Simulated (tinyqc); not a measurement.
Hubbard ring of 3 sites, step by step. One step of it, computed by the program tinyqc.

Question. Mean-field iteration 1. H(up) = T + U n(down), H(down) = T + U n(up); fill the lowest levels; n(new) = n + mixing (n(out) - n); E = tr T (rho up + rho down) + U sum n_up n_down of the output.

one-body matrix (hopping and site energies) (eV), order 1, 2, 3:
$$\begin{pmatrix}
-0.960000 & -1.510000 & -1.510000 \\
-1.510000 & 0.450000 & -1.510000 \\
-1.510000 & -1.510000 & 0.950000
\end{pmatrix}$$

U = 11.600000 eV

electrons, up and down: [1, 1]

mixing = 0.200000

n(up) at the start (a guess, not normalised): 1 0.633000, 2 0.033000, 3 0.633000

n(down) at the start (a guess): 1 0.033000, 2 0.633000, 3 0.033000

Give: levels, up; levels, down; energy; n(up) after iteration 1; n(down) after iteration 1.

Answer.

levels, up (eV): [-1.849, 2.113, 8.285]

levels, down (eV): [0.032, 6.303, 9.174]

energy = -2.548 eV

n(up) after iteration 1: 1 0.648, 2 0.035, 3 0.556

n(down) after iteration 1: 1 0.042, 2 0.681, 3 0.036
